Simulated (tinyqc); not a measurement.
# Permittivity and interface capacitance from two thicknesses

Question. 1/C = t/(eps0 ek) + 2/ci for planar capacitors that differ only in thickness. Find ek, ci and the EOT of the interfaces, 2 x 3.9 eps0/ci.

Constants: eps0 = 8.8541878128e-14 F/cm where lengths are in cm. Results are converted to the units shown.

C at t = 4.1 and 12 nm (uF/cm^2): 1.4009951  0.48362958

Solution. 1/C is a straight line in t: the slope gives ek and the intercept 2/ci. A single thickness would give only the effective permittivity; when the interfaces are a small part of 1/C, ci needs very accurate data.

ek = 6.590
ci = 180.0 uF/cm^2
EOT of the interfaces = 0.03837 nm

tinyqc, about 0.01 s, one thread, Intel Xeon 2.30GHz (shared host): `OMP_NUM_THREADS=1 python tinyqc.py 2102160 2102161 out.jsonl`
